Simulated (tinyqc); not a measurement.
Gated two-dimensional channel with two bands, quantum capacitance: two steps of the calculation.

phi is the Fermi level above the lowest band edge, in volts; Vg is counted from the gate voltage at which an empty channel would have phi = 0. The channel has no thickness; trap charge is -q Dit phi.

Values chosen for this exercise; lowest band close to that of monolayer MoS2:
```
symbol,value,unit,meaning
T,300,K,temperature
md,0.517,m0,in-plane mass
gv,2,,valley degeneracy
m2,0.84,m0,"in-plane mass of a second band, chosen freely"
g2,4,,"valley degeneracy of that band, chosen freely"
E2,0.15,eV,second band edge above the first
Dit,3.2e11,cm^-2 eV^-1,density of traps
Vg,1.07,V,gate voltage
```

Constants: q = 1.602176634e-19 C, kB = 1.380649e-23 J/K, hbar = 1.054571817e-34 J s, m0 = 9.1093837015e-31 kg, Vt = kB T/q. Results are converted to the units shown.

Question 1. New phi. D1 = gv md m0 q/(pi hbar^2), D2 = g2 m2 m0 q/(pi hbar^2) per eV; n1 = D1 Vt ln(1 + exp(phi/Vt)), n2 = D2 Vt ln(1 + exp((phi - E2)/Vt)), n = n1 + n2; Cq = q dn/dphi = q [D1/(1 + exp(-phi/Vt)) + D2/(1 + exp((E2 - phi)/Vt))]. Newton: f = phi + q (n + Dit phi)/Cox - Vg, phi(new) = phi - f/(1 + (Cq + q Dit)/Cox).

phi after iteration 1 = -0.020833255 V
Cox = 0.31414658 uF/cm^2

Give: n1; n2; Cq; f; phi after iteration 2.

Answer 1.

n1 = 4.1236e12 cm^-2
n2 = 4.8929e10 cm^-2
Cq = 21.671 uF/cm^2
f = 1.0338 V
phi after iteration 2 = -0.035571 V

Question 2. Charge and capacitances at the solution. 1/C_G = 1/Cox + 1/(Cq + q Dit); dphi/dVg = Cox/(Cox + Cq + q Dit).

converged phi = -0.039857202 V
Cox = 0.31414658 uF/cm^2

Give: n; Cq; C_G; dphi/dVg.

Answer 2.

n = 2.189e12 cm^-2
Cq = 12.34 uF/cm^2
C_G = 0.3064 uF/cm^2
dphi/dVg = 0.02472

C_G is 97.5 % of Cox.

Program tinyqc, `OMP_NUM_THREADS=1 python tinyqc.py 2200148 2200149 out.jsonl`; Intel Xeon 2.30GHz, shared host, one thread, about 0.01 s.
